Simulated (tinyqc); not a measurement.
## Thickness from two neighbouring fringes

Problem. At normal incidence a transparent film with an index between those of air and substrate, taken as constant, has reflectance minima at 2 n1 d = (m + 1/2) lam (small phase shifts at the substrate neglected). Find d and the order m of the shorter wavelength.

Values chosen for this exercise:

| symbol | value | unit | meaning |
|---|---|---|---|
| n1 | 2.022 |  | index of the transparent film |

wavelengths of two neighbouring reflectance minima (nm): 498  608.66667

Solution. Neighbouring orders differ by one: 2 n1 d (1/lam1 - 1/lam2) = 1.

d = 677.3 nm
m = 5

Computed by the program tinyqc: `OMP_NUM_THREADS=1 python tinyqc.py 2870116 2870117 out.jsonl`, one thread of a shared Intel Xeon 2.30GHz, about 0.3 s for the whole run.
